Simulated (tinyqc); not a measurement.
Programming of a floating-gate cell by Fowler-Nordheim tunnelling: two steps of the calculation.

Per tunnel area the floating gate has Ctun = 3.9 eps0/tox to the channel (0 V) and Ccg to the control gate, Ct = Ctun/(1 - ag), no other coupling. With the threshold shift U = -Q/Ccg the field is F = ag (Vg - U)/tox, and dU/dt = J/Ccg. Fowler-Nordheim: J = A F^2 exp(-B/F), A = q^2/(16 pi^2 hbar mo phi) (times 1e14 for A/cm^2 with F in V/nm, emitter mass m0), B = (4/3) sqrt(mo/C) phi^1.5, C = hbar^2/(2 m0).

Parameters, values chosen for the exercise; oxide values close to those of silicon dioxide: tunnel barrier phi = 3.16 eV; tunnelling mass mo = 0.45 m0; tunnel oxide thickness tox = 8.8 nm; coupling ratio Ccg/Ct ag = 0.67; tunnel area ar = 2100 nm^2; threshold shift at the start Vt0 = -0.9 V; control-gate voltage Vg = 14.3 V; time step dt = 6.6 us; steps n = 8.

Constants: q = 1.602176634e-19 C, hbar = 1.054571817e-34 J s, m0 = 9.1093837015e-31 kg, eps0 = 8.8541878128e-14 F/cm where lengths are in cm, hbar^2/(2 m0) = 0.0380998212 eV nm^2. Results are converted to the units shown.

Question 1. Constants of the cell. A, B, Ccg = ag Ct, the starting field and current, K = A B ag/(Ccg tox), and the knee time t0 = exp(B/F(0))/K.

Wanted: A; B; Ccg; F(0); J(0); K; t0; electrons for 1 V of shift.

Answer 1.

A = 1.084e8 A cm^-2 (V/nm)^-2
B = 25.74 V/nm
Ccg = 0.7967 uF/cm^2
F(0) = 1.157 V/nm
J(0) = 0.03178 A/cm^2
K = 2.666e14 1/s
t0 = 17.13 us
electrons for 1 V of shift = 104.4

Question 2. Explicit time steps against the exact solution. U(new) = U + dt J(F(U))/Ccg. Exact: exp(B/F(t)) = exp(B/F(0)) + K t, K = A B ag/(Ccg tox), and U = Vg - tox F/ag.

Wanted: t; F; J; U by steps; U exact.

Answer 2.

```
step  t (us)  F (V/nm)  J (A/cm^2)  U by steps (V)  U exact (V)
0          0    1.1573    0.031785        -0.90000     -0.90000
1     6.6000    1.1372    0.020737        -0.63669     -0.68049
2     13.200    1.1241    0.015572        -0.46490     -0.51934
3     19.800    1.1143    0.012504        -0.33590     -0.39254
4     26.400    1.1064    0.010456        -0.23231     -0.28830
5     33.000    1.0998   0.0089868        -0.14569     -0.19997
6     39.600    1.0942   0.0078788        -0.07124     -0.12346
7     46.200    1.0892   0.0070129        -0.00597     -0.05605
8     52.800    1.0848   0.0063170         0.05213      0.00413
```

Range of the model: Programming fields of 10 MV/cm and more wear the oxide; trapping and the channel potential are ignored.

tinyqc, about 0.02 s, one thread, Intel Xeon 2.30GHz (shared host): `OMP_NUM_THREADS=1 python tinyqc.py 2130119 2130120 out.jsonl`
